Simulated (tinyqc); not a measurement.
Worked calculation: thin-film optics by transfer matrices. Values are carried at full precision from step to step, so a last printed digit may differ when a step is redone from the rounded ones.

Indices N = n + i k. Snell: N0 sin(theta) = N_j sin(theta_j), with Im(N_j cos theta_j) >= 0. Admittance y_j = N_j cos theta_j for s and N_j/cos theta_j for p. Phase delta_j = 2 pi N_j cos theta_j d_j/lambda. Layer matrix [[cos delta, -i sin delta/y], [-i y sin delta, cos delta]], multiplied from the top down to M. (B, C) = M (1, y_sub); r = (y0 B - C)/(y0 B + C), R = |r|^2, T = 4 Re y0 Re y_sub/|y0 B + C|^2, absorbed in the films 1 - R - T.

Inputs chosen for the exercise (indices near those of Si3N4, SiO2 on Si; the results hold for these values, not for the real material):
- lam = 193 nm (vacuum wavelength)
- n0 = 1 (ambient index)
- n = (2.64, 1.561, 0.894) (n of Si3N4, SiO2, substrate)
- k = (0.265, 0, 2.902) (k in the same order)
- d = (137, 11.5) nm (thicknesses, top first)
- theta = 75 degrees (angle of incidence)
- pol = p (polarisation)

## Angles, admittances and phases

Form cos theta_j, y_j and delta_j.

cos theta_j: ambient 0.2588, film 1 0.9329+0.0141i, film 2 0.7856, substrate 1.0413+0.0273i

y_j: ambient 3.8637, film 1 2.8335+0.2412i, film 2 1.9871, substrate 0.9310+2.7623i

delta_j (rad): film 1 10.9679+1.2689i, film 2 0.4591

## Layer matrices and their product

Form each matrix and multiply from the top down.

matrix of film 1:
```
[[-0.0531+1.6372i, 0.0413+0.6735i],
 [-0.5910+5.4244i, -0.0531+1.6372i]]
```

matrix of film 2:
```
[[0.8965, -0.2230i],
 [-0.8806i, 0.8965]]
```

M:
```
[[0.5454+1.4313i, 0.4022+0.6156i],
 [0.9118+4.9095i, 1.1621+1.5995i]]
```

Each matrix has determinant 1, and so has M.

## Reflection and transmission

Close the stack on the substrate.

B, C: [-0.7805+3.1153i, -2.4245+9.6087i]

r = 0.1120-0.0008i
R = 0.0125
T into the substrate = 0.0289
absorbed in the films = 0.9586

The bare substrate would reflect 0.5301.

## Ellipsometric angles

Ellipsometry: rho = tan(Psi) exp(i Delta) = -conj(r_p/r_s) with the r of the admittance formula, Delta in 0 to 360 degrees, so that a bare dielectric at small angles gives Delta = 180.

Repeat the steps for both polarisations.

r_s = -0.8237-0.0026i
r_p = 0.1120-0.0008i
Psi = 7.74 degrees
Delta = 0.60 degrees

## Checks

- R against the recursion of Airy sums from the substrate up: both 0.012534.

Program tinyqc; command `OMP_NUM_THREADS=1 python tinyqc.py 1681192 1681193 out.jsonl`; about 0.01 s on one thread of a shared Intel(R) Xeon(R) Processor @ 2.30GHz.
